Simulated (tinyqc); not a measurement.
Vibrations of a mass or spring defect in a linear chain: one step, computed by the program tinyqc.

A ring of N atoms with nearest-neighbour springs k and motion along the chain. Atom 1 is the defect, of mass M', and its two springs are k'. Odd sites are A (the defect replaces an A atom), even sites B.

Question. Frequencies of the ring. Diagonalise D and leave out the zero eigenvalue of the uniform shift. nu = 15.6333042 THz x sqrt(lambda), lambda in eV/(angstrom^2 u).

Host: diatomic.

D (eV/(angstrom^2 u)), lower triangle (symmetric):
```
            1          2          3          4          5          6          7          8
1    0.986316
2   -0.897236   3.264808
3    0.000000  -1.068394   1.398507
4    0.000000   0.000000  -1.068394   3.264808
5    0.000000   0.000000   0.000000  -1.068394   1.398507
6    0.000000   0.000000   0.000000   0.000000  -1.068394   3.264808
7    0.000000   0.000000   0.000000   0.000000   0.000000  -1.068394   1.398507
8    0.000000   0.000000   0.000000   0.000000   0.000000   0.000000  -1.068394   3.264808
9    0.000000   0.000000   0.000000   0.000000   0.000000   0.000000   0.000000  -1.068394
10   0.000000   0.000000   0.000000   0.000000   0.000000   0.000000   0.000000   0.000000
11   0.000000   0.000000   0.000000   0.000000   0.000000   0.000000   0.000000   0.000000
12  -0.897236   0.000000   0.000000   0.000000   0.000000   0.000000   0.000000   0.000000

            9         10         11        12
9    1.398507
10  -1.068394   3.264808
11   0.000000  -1.068394   1.398507
12   0.000000   0.000000  -1.068394  3.264808
```

Constants: nu for 1 eV/(angstrom^2 u) = 15.6333042 THz.

Give: nonzero frequencies.

Answer.

nonzero frequencies (THz): 7.58  7.96  14.20  14.94  18.07  28.25  29.97  30.27  32.36  32.81  33.61
